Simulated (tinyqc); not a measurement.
# Trap density and grain size from the barrier

Question. With all traps filled Vb = q Qt^2/(8 eps0 eps_r N), and in that limit the barrier is largest at N* = Qt/Lg. Find Qt, Lg and the depleted width Qt/N.

Values chosen for this exercise: relative permittivity of the semiconductor eps_r = 11.7.

Constants: q = 1.602176634e-19 C, eps0 = 8.8541878128e-14 F/cm where lengths are in cm. Results are converted to the units shown.

barrier at N = 4.5e17 cm^-3 = 0.061863686 V
doping of the largest barrier = 1.5e17 cm^-3

Solution. The barrier gives Qt, and N* then gives Lg.

Qt = 1.200e12 cm^-2
Lg = 80.00 nm
depleted width = 26.67 nm

tinyqc, about 0.01 s, one thread, Intel Xeon 2.30GHz (shared host): `OMP_NUM_THREADS=1 python tinyqc.py 2610019 2610020 out.jsonl`
